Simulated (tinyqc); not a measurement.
Inside a calculation: five-level k.p model folded onto the conduction band. Values are carried at full precision from step to step, so a last printed digit may differ when a step is redone from the rounded ones.

Second-order sums for the lowest conduction level at E: 1/m = 1 + Cm + (Ep/3)(2/E + 1/(E + Dso)) - (Ep2/3)(2/(E7 + D2 - E) + 1/(E7 - E)); g/2 = 1 + Cg - (Ep/3)(1/E - 1/(E + Dso)) - (Ep2/3)(1/(E7 - E) - 1/(E7 + D2 - E)). E is counted from the top of the valence band; E = Eg at the edge.

Constants: hbar^2/2m0 = 3.80998211 eV angstrom^2.

Inputs chosen for the exercise (near those of ZnSe; shifted at random, so the results belong to these values and not to a real crystal):
```
symbol  value  unit        meaning
Eg      2.845  eV          gap at Gamma to the s-like level
Dso     0.397  eV          spin-orbit splitting
Ep      23.7   eV          Kane energy
E7      7.31   eV          upper Gamma7 conduction level, from the valence top
D2      0.09   eV          its spin-orbit splitting, Gamma8 above Gamma7
Ep2     1.8    eV          Kane energy to the upper levels
Cm      -2.3               remote term in 1/m
Cg      -0.02              remote term in g/2
k       0.123  1/angstrom  wave vector along z
```

## Mass and g factor term by term

Evaluate at E = Eg.

Terms:
```
level           part of 1/m  part of g
free + remote       -1.3000     1.9600
Gamma8 valence       5.5536    -5.5536
Gamma7 valence       2.4368     4.8735
Gamma8 upper        -0.2634     0.2634
Gamma7 upper        -0.1344    -0.2688
```

m = 0.1589 m0
g = 1.275

The valence levels give 7.99 to 1/m and the upper levels take 0.40 away. In g the two valence terms nearly cancel when Dso is small against Eg; here Dso/Eg = 0.14 and they leave -0.680, the upper pair -0.005.

## The matrix at one k

For k along z and one spin sector the level c couples to four states. With c0 = hbar^2/2m0, P = sqrt(Ep c0), P2 = sqrt(Ep2 c0): diagonal Eg + (1 + Cm) c0 k^2 for c, and 0, -Dso, E7 + D2, E7 for lh, so, G8 up, G7 up (their own dispersion is left out); couplings of c: sqrt(2/3) P k to lh, sqrt(1/3) P k to so, sqrt(2/3) P2 k to G8 up, sqrt(1/3) P2 k to G7 up (phases chosen real).

Fill in the matrix.

H (eV), lower triangle:
```
             c  lh        so    G8 up    G7 up
c      2.77007
lh     0.95432   0
so     0.67481   0  -0.39700
G8 up  0.26300   0         0  7.40000
G7 up  0.18597   0         0        0  7.31000
```

## Exact folding onto c

Solve E = H_cc + S(E), S(E) = sum_j H_cj^2/(E - H_jj), from E = H_cc, by plain substitution and by Newton steps on E - H_cc - S(E). The weight of c in the state is Z = 1/(1 - dS/dE). The exact level is the third eigenvalue of H from below.

Iterates (eV):
```
step  substitution   Newton
0          2.77007  2.77007
1          3.22007  3.15501
2          3.15379  3.16145
3          3.16247  3.16145
4          3.16132  3.16145
5          3.16147  3.16145
6          3.16145  3.16145
7          3.16145  3.16145
```

exact level = 3.16145 eV
Z = 0.8827

Substitution multiplies the error by about dS/dE = 1 - 1/Z = -0.133 a step, so it alternates; after 7 steps it is off by 3.2e-07 eV, while Newton is within 1e-5 eV from step 2 on.

## Loewdin series

Expanding E = H_cc + S(E) about Eg in powers of k^2, with s_n = sum_j H_cj^2/(Eg - H_jj)^n: order k^2: e2 = (1 + Cm) c0 k^2 + s1; order k^4: e4 = -s2 e2; order k^6: e6 = s3 e2^2 + s2^2 e2.

Give each order and the partial sums, counted from Eg.

s1 (eV), s2 (no unit), s3 (1/eV); (1 + Cm) c0 k^2 is H_cc - Eg: 0.43764  0.16091  0.05179

e2, e4, e6 (eV): 0.36271  -0.05836  0.01621

partial sums (eV): 0.36271  0.30435  0.32055

The exact value is 0.31645 eV; the errors of the partial sums are +46.26, -12.11 and +4.10 meV.

## Checks

- Curvature of the exact level at small k against the sum for 1/m: both 6.2925.

Run: tinyqc, `OMP_NUM_THREADS=1 python tinyqc.py 1050976 1050977 out.jsonl`; Intel(R) Xeon(R) Processor @ 2.30GHz, one thread, shared host; about 0.01 s of CPU time with all checks.
